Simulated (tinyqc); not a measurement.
# Changing the log10 of the dissolved activity a

Model: potential-pH (Pourbaix) lines of a metal, its cation, its oxide and an oxyanion, with a complexing ligand. Computed by tinyqc, a small Python program. Command: `OMP_NUM_THREADS=1 python tinyqc.py 3026829 3026830 out.jsonl pourb sweep`. One thread of a shared host (Intel(R) Xeon(R) Processor @ 2.30GHz), about 0.01 s of CPU time with the checks.

Potentials are against the standard hydrogen electrode; solids and water have unit activity; dG_f of M, H+ and the electron is zero; F = e N_A and s = R T ln(10)/F. The cation carries z = 2.

Inputs (values chosen for the exercise, modelled on tin): dG_f of the cation = -27.51 kJ/mol; dG_f of the oxide = -251.39 kJ/mol; dG_f of the oxyanion = -320.37 kJ/mol; dG_f of water = -237.14 kJ/mol; temperature T = 298.15 K; pH = 6.7; potential E = 0.66 V.

Species: M, M2+, MO, MO2(2-).

Constants: R = 8.314462618 J/(mol K); e = 1.602176634e-19 C; N_A = 6.02214076e+23 1/mol.

Method:
- M2+ + 2e = M; MO + 2H+ + 2e = M + H2O; MO2(2-) + 4H+ + 2e = M + 2H2O. For each, E0 = -dG/(z F), and E = E0 + (s/z) log10 a - (s n_H/z) pH, with no activity term for the oxide.
- Two oxidised species coexist where their lines against the metal cross: pH1 (cation/oxide) = [E0(oxide) - E0(cation)]/s - (log10 a)/z; pH2 (oxide/oxyanion) = {[E0(oxyanion) - E0(oxide)]/s + (log10 a)/z}/(4/z - 1).
- The metal is stable below the lowest of the three lines; above it, the species of the lowest line is stable. Water lines at 1 bar: hydrogen E = -s pH, oxygen E = -dG_f(water)/(2F) - s pH.

One run for each value:
```
log10 of the dissolved activity a     pH1     pH2  width of the oxide field, pH2 - pH1  upper limit of immunity (V)
-8                                 5.1615  10.730                                5.569                     -0.47021
-7                                 4.6615  11.230                                6.569                     -0.47021
-6                                 4.1615  11.730                                7.569                     -0.47021
-5                                 3.6615  12.230                                8.569                     -0.47021
-4                                 3.1615  12.730                                9.569                     -0.47021
-3                                 2.6615  13.230                               10.569                     -0.47021
-2                                 2.1615  13.730                               11.569                     -0.47021
-1                                 1.6615  14.230                               12.569                     -0.47021
```

Describe the trends.

Over the rows, pH1 falls from 5.16 to 1.66; pH2 rises from 10.7 to 14.2; width of the oxide field, pH2 - pH1 rises from 5.57 to 12.6.

Caution (all rows): other oxidation states, hydroxides and hydrides are left out, and the lines say nothing of rates.

Extremes, crossings and ranges named in words are read from the listed rows.
